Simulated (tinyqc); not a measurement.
Solubility, supersaturation, precipitation and gettering of an impurity in a silicon-like host: one step, computed by the program tinyqc.

The wafer was saturated at T1 and is then held at T.

Question. Solubility, diffusivity, supersaturation. C_eq(T) = N0 exp(S/k_B - H/(k_B T)); D(T) = D0 exp(-Q/(k_B T)); C0 = C_eq(T1). Supersaturation s = C0/C_eq(T); critical radius r* = 2 gamma/(C_p k_B T ln s); barrier W* = (4 pi/3) gamma r*^2. Strain energy is left out.

Inputs (values chosen for the exercise, modelled on cobalt in silicon):

| quantity | value | unit |
|---|---|---|
| site density N0 | 5e+22 | 1/cm^3 |
| enthalpy of solution H | 2.83 | eV |
| entropy of solution S | 7 | k_B |
| diffusion prefactor D0 | 0.00092 | cm^2/s |
| migration energy Q | 0.534 | eV |
| temperature of saturation T1 | 1450 | K |
| anneal temperature T | 1054 | K |
| impurity density in the precipitate C_p | 2.7e+22 | 1/cm^3 |
| interface energy gamma | 0.66 | J/m^2 |

Constants: k_B = 8.617333262e-05 eV/K; k_B = 1.380649e-23 J/K.

Give: C0; C_eq(T); D(T); supersaturation s; critical radius r*; W*/(k_B T).

Answer.

C0 = 7.994e+15 1/cm^3

C_eq(T) = 1.611e+12 1/cm^3

D(T) = 2.573e-06 cm^2/s

supersaturation s = 4961

critical radius r* = 0.3948 nm

W*/(k_B T) = 29.61

Caution: the barrier to homogeneous nucleation is below 35 k_B T for these inputs, so new precipitates would form and outnumber the fixed sinks assumed here. Caution: a critical radius of atomic size is outside the capillary model.
